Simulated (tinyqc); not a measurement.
Inside a calculation. Method: Ewald sum of point charges, fcc lattice in a neutralising background. Computed by tinyqc, a small Python program that keeps every step. Command: `OMP_NUM_THREADS=1 python tinyqc.py 31475 31476 out.jsonl` (the two numbers bound the seeds that draw the settings). One thread of a shared host (Intel(R) Xeon(R) Processor @ 2.60GHz), about 0.02 s of CPU time with the checks.

## Ewald sum with eta = 0.3 1/bohr

cell vectors (rows) (bohr):
```
[[0.0000, 5.9550, 5.9550],
 [5.9550, 0.0000, 5.9550],
 [5.9550, 5.9550, 0.0000]]
```

Charges:
```
q           f1      f2      f3
1.0000  0.0000  0.0000  0.0000
```

Real space: 1/2 sum q_i q_j erfc(eta r)/r over all images with r > 0; reciprocal space: (2 pi/V) sum_(G != 0) exp(-G^2/4 eta^2)/G^2 |S(G)|^2 with S(G) = sum q exp(i G.r); self term -eta/sqrt(pi) sum q^2; background -pi Q^2/(2 V eta^2), Q the total charge.

Real-space shells (first ones):
```
r (bohr)  pairs  sum (hartree)
8.4216       12       2.51e-04
11.9100       6       1.10e-07
14.5867      24       4.99e-10
16.8433      12              0
18.8314      24              0
```

Reciprocal shells (first ones that count):
```
G^2 (1/bohr^2)  vectors  sum (hartree)
0.8349                8         0.0140
1.1133                6         0.0036
2.2265               12       1.65e-04
3.0615               24       2.36e-05
3.3398                8       3.33e-06
4.4530                6       8.51e-08
5.2880               24       2.82e-08
5.5663               24       1.24e-08
6.6796               24       4.68e-10
```

## The total does not depend on eta

The same sums for other eta.

Totals (hartree per cell):
```
eta         real  reciprocal     self  background      total
0.3000  2.52e-04      0.0178  -0.1693     -0.0413  -0.192480
0.4450  8.25e-08      0.0774  -0.2511     -0.0188  -0.192480
0.5360  1.23e-10      0.1229  -0.3024     -0.0129  -0.192480
```

shortest distance = 8.4216 bohr
